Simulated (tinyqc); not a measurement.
## Van der Pauw, Hall and four-point-probe measurements on a doped layer: correction factor against the shape of the sample

A uniform p-type layer with sheet resistance Rs = 1/(q ns mu), point contacts, low field (mu B small).

Rs = 1/(q ns mu). For a rectangle with contacts at the corners, RA = (8 Rs/pi) sum_(k>=0) ln coth((2k + 1) pi a/(2 b)) with current along a short side b and voltage along the opposite one, RB the same with a and b exchanged. ar = a/b. F = Rs/[(pi/ln 2)(RA + RB)/2]; small-asymmetry estimate 1 - (ln 2/2) d^2 - ((ln 2)^2/4 - (ln 2)^3/12) d^4 with d = (RB - RA)/(RB + RA).

Values chosen for this exercise:

| symbol | value | unit | meaning |
|---|---|---|---|
| ns | 6.5e11 | cm^-2 | sheet density of the layer |
| mu | 320 | cm^2/(V s) | drift mobility |

Constants: q = 1.602176634e-19 C. Results are converted to the units shown.

Results:
```
ar    RA (ohm)  RB (ohm)   RB/RA        F  estimate of F
1       6620.7    6620.7  1.0000   1.0000         1.0000
1.23    3208.3     11980  3.7341  0.87182        0.87413
1.46    1556.9     18094  11.622  0.67381        0.70823
1.69    755.81     24605  32.554  0.52212        0.62128
2.14    183.84     37825  205.75  0.34838        0.57126
2.37    89.253     44679  500.59  0.29577        0.56529
2.6     43.333     51558  1189.8  0.25661        0.56285
```

Estimate the missing row, ar = 1.91.

Computed row:
```
ar    RA (ohm)  RB (ohm)   RB/RA        F  estimate of F
1.91    378.65     31020  81.922  0.42172        0.58618
```

With this row back in the table: RB/RA rises from 1.00 to 1190 and F falls from 1.00 to 0.257. The estimate is 5.1 % above F at a/b = 1.46 and 2.19 times it in the last row. RA shrinks about as exp(-pi a/b): by a factor of 2.06 between the last two rows, against 2.06.

Program tinyqc, `OMP_NUM_THREADS=1 python tinyqc.py 2850111 2850112 out.jsonl`; Intel Xeon 2.30GHz, shared host, one thread, about 0.01 s.
